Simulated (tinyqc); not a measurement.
# Worked calculation: Schottky barrier on an n-type semiconductor with a surface-enhanced doping, non-linear Poisson equation by Newton steps

Computed by the program tinyqc: `OMP_NUM_THREADS=1 python tinyqc.py 2020122 2020123 out.jsonl`, one thread of a shared Intel Xeon 2.30GHz, about 0.1 s for the whole run. Printed values are rounded; ~0 in a residual or rate marks an entry under 1e-11 of the largest of its column.

One dimension, metal at x = 0, donor density C(x) = Nd + N0 exp(-x/Ls). Energies are counted from the electron Fermi level of the semiconductor and the conduction-band edge is Ec = -psi, so n = Nc exp(psi/Vt); holes follow the Fermi level of the metal, at -V, so p = Nv exp((V - psi - Eg)/Vt). Ends: psi(0) = V - phiB and psi = Vt ln(Nd/Nc) deep inside. Boltzmann statistics, full ionisation, no current, no image force in the Poisson equation.

Inputs (values chosen for the exercise); band and dielectric values those of a made-up semiconductor:

| symbol | value | unit | meaning |
|---|---|---|---|
| T | 300 | K | temperature |
| Eg | 2.56 | eV | band gap |
| eps_r | 9.12 |  | relative permittivity |
| Nc | 1.98e19 | cm^-3 | conduction-band density of states at T |
| Nv | 2.21e19 | cm^-3 | valence-band density of states at T |
| Nd | 2.4e16 | cm^-3 | donor density deep in the semiconductor |
| phiB | 1.64 | eV | barrier height |
| V | 0 | V | bias of the metal against the semiconductor |
| N0 | 2.1e17 | cm^-3 | extra donor density at the surface |
| Ls | 120 | nm | decay length |

Constants: q = 1.602176634e-19 C, kB = 1.380649e-23 J/K, Vt = kB T/q, eps0 = 8.8541878128e-14 F/cm where lengths are in cm. Results are converted to the units shown.

## End potentials, built-in voltage, Debye length

psi_0 = V - phiB, psi_b = Vt ln(Nd/Nc), Vbi = phiB - Vt ln(Nc/Nd), LD = sqrt(eps0 eps_r Vt/(q Nd)), W = sqrt(2 eps0 eps_r (Vbi - V)/(q Nd)), hole density at the metal p_0 = Nv exp((phiB - Eg)/Vt).

psi_0 = -1.64 V
psi_b = -0.1736061 V
Vbi = 1.466394 V
LD = 23.30011 nm
W for uniform Nd = 248.1711 nm
p_0 = 7745.911 cm^-3

The hole density at the metal is 3.2e-13 times Nd, so holes hardly matter.

## Doping on the mesh

x, node 0 to 9 (nm): 0  53  123  215  337  497  709  988  1360  1840

C = Nd + N0 exp(-x/Ls), taken at the nodes.

donor density C, node 0 to 9 (cm^-3): 2.34e17  1.590224e17  9.934726e16  5.900325e16  3.666414e16  2.733823e16  2.457051e16  2.405579e16  2.400251e16  2.400005e16

## Couplings between neighbouring nodes

a_i = eps0 eps_r/h_i for the interval from node i to i + 1, with h_i = x_(i+1) - x_i in cm.

coupling a_i, interval 0 to 8 (F/cm^2): 1.523589e-7  1.153574e-7  8.777195e-8  6.618868e-8  5.046887e-8  3.808971e-8  2.894272e-8  2.170704e-8  1.682296e-8

## Starting potential

The parabola psi_b - (psi_b - psi_0)(1 - x/W)^2 for x < W and psi_b beyond, with psi_0 = V - phiB, psi_b = Vt ln(Nd/Nc), W = sqrt(2 eps0 eps_r (psi_b - psi_0)/(q Nd)).

psi at the start, node 0 to 9 (V): -1.640000  -1.080548  -0.546647  -0.199804  -0.173606  -0.173606  -0.173606  -0.173606  -0.173606  -0.173606

## Iteration 1: densities, residual and Jacobian diagonal

n_i = Nc exp(psi_i/Vt), p_i = Nv exp((V - psi_i - Eg)/Vt), rho_i = p_i - n_i + C_i, g_i = (n_i + p_i)/Vt. Box widths w_i = (h_(i-1) + h_i)/2 in cm. Residual F_i = a_i (psi_(i+1) - psi_i) - a_(i-1) (psi_i - psi_(i-1)) + q rho_i w_i; Jacobian: a_(i-1) and a_i beside the diagonal, b_i = -a_(i-1) - a_i - q g_i w_i on it. The two end nodes are fixed.

```
node    n (cm^-3)     p (cm^-3)
0     5.570290e-9      7745.911
1        13.94003   3.095185e-6
2     1.298371e10  3.323163e-15
3     8.711707e15  4.952757e-21
4          2.4e16  1.797790e-21
5          2.4e16  1.797790e-21
6          2.4e16  1.797790e-21
7          2.4e16  1.797790e-21
8          2.4e16  1.797790e-21
9          2.4e16  1.797790e-21
```

```
node  residual F (C/cm^2)  diagonal b (F/cm^2)
1             1.330428e-7         -2.677163e-7
2             9.778287e-8         -2.031300e-7
3             5.750718e-8         -7.316619e-7
4             2.687515e-8         -2.213890e-6
5             9.948089e-9         -2.855121e-6
6             2.244009e-9         -3.718597e-6
7            2.909306e-10         -4.892134e-6
8            1.715281e-11         -6.374850e-6
```

## Iteration 1: Newton step

Solve the tridiagonal system a_(i-1) d_(i-1) + b_i d_i + a_i d_(i+1) = -F_i for nodes 1 to 8, with d = 0 on fixed nodes. The full step is added.

Newton step d, node 1 to 8 (V): 0.985938  1.134811  0.216424  0.018697  0.003823  0.000643  0.000063  0.000003
psi after iteration 1, node 0 to 9 (V): -1.640000  -0.094610  0.588163  0.016620  -0.154909  -0.169783  -0.172963  -0.173543  -0.173603  -0.173606

## Iteration 2: densities, residual and Jacobian diagonal

As before.

```
node    n (cm^-3)     p (cm^-3)
0     5.570290e-9      7745.911
1     5.096731e17  8.465617e-23
2     1.504446e29  2.867963e-34
3     3.765889e19  1.145731e-24
4     4.946588e16  8.722572e-22
5     2.782538e16  1.550634e-21
6     2.460453e16  1.753619e-21
7     2.405882e16  1.793395e-21
8     2.400270e16  1.797588e-21
9          2.4e16  1.797790e-21
```

```
node  residual F (C/cm^2)  diagonal b (F/cm^2)
1                      ~0         -1.969370e-5
2             -1.952415e5          -7.552278e6
3            -6.441977e-5         -0.002497436
4                      ~0         -4.439218e-6
5                      ~0         -3.296085e-6
6                      ~0         -3.810575e-6
7                      ~0         -4.904000e-6
8                      ~0         -6.375562e-6
```

## Iteration 2: Newton step

As before.

Newton step d, node 1 to 8 (V): -0.02565200  -0.02585200  -0.02579539  -0.00451449  -0.00031870  -0.00001092  -0.00000014  0.00000000
psi after iteration 2, node 0 to 9 (V): -1.640000  -0.120262  0.562311  -0.009175  -0.159424  -0.170101  -0.172974  -0.173543  -0.173603  -0.173606

## Course of the Newton iteration

Stop when the largest undamped |d| is below 1e-9 V, or after 80 iterations.

Course of the iteration:
```
iteration  largest |F| (C/cm^2)  largest |d| (V)  at node
1                       1.33e-7             1.13        2
2                        1.95e5           0.0259        2
3                        7.18e4           0.0259        2
4                        2.64e4           0.0259        2
5                          9720           0.0259        2
6                          3580           0.0259        2
7                          1320           0.0259        2
8                           484           0.0259        2
9                           178           0.0259        2
...                         ...              ...      ...
26                      7.34e-6           0.0256        2
27                      2.68e-6           0.0250        2
28                      9.60e-7           0.0236        2
29                      3.29e-7           0.0200        2
30                      9.91e-8           0.0129        2
31                      2.07e-8          4.40e-3        2
32                      1.61e-9          4.05e-4        2
33                     1.21e-11          3.07e-6        2
34                     6.91e-16         1.76e-10        2
```

Converged in 34 iterations. Once the step is below 0.1 Vt, 2 more iteration(s) reach the threshold: near the solution the error is roughly squared each time.

## Converged densities, field and barrier lowering

converged psi, node 0 to 9 (V): -1.640000  -0.410129  -0.144058  -0.150414  -0.162522  -0.170151  -0.172974  -0.173543  -0.173603  -0.173606

n and p as above; E_i = -(psi_(i+1) - psi_i)/h_i; at the metal |E_0| = |E on interval 0| + q rho_0 (h_0/2)/(eps0 eps_r), rho_0 = p_0 - n_0 + C_0; image-force lowering dphi = sqrt(q |E_0|/(4 pi eps0 eps_r)).

```
node    n (cm^-3)     p (cm^-3)
0     5.570290e-9      7745.911
1     2.551525e12  1.691026e-17
2     7.526647e16  5.732562e-22
3     5.886117e16  7.330294e-22
4     3.684845e16  1.170930e-21
5     2.743136e16  1.572907e-21
6     2.459366e16  1.754394e-21
7     2.405869e16  1.793405e-21
8     2.400270e16  1.797588e-21
9          2.4e16  1.797790e-21
```

field E, interval 0 to 8 (kV/cm): -232.0511  -38.0102  0.6908  0.9925  0.4769  0.1332  0.0204  0.0016  0.0001
|E_0| at the metal = 355.0861 kV/cm
image-force lowering = 74.87646 mV

A mesh of about 1000 nodes or more gives |E_0| = 332.6 kV/cm; the 10-node value is 6.8 % above it.
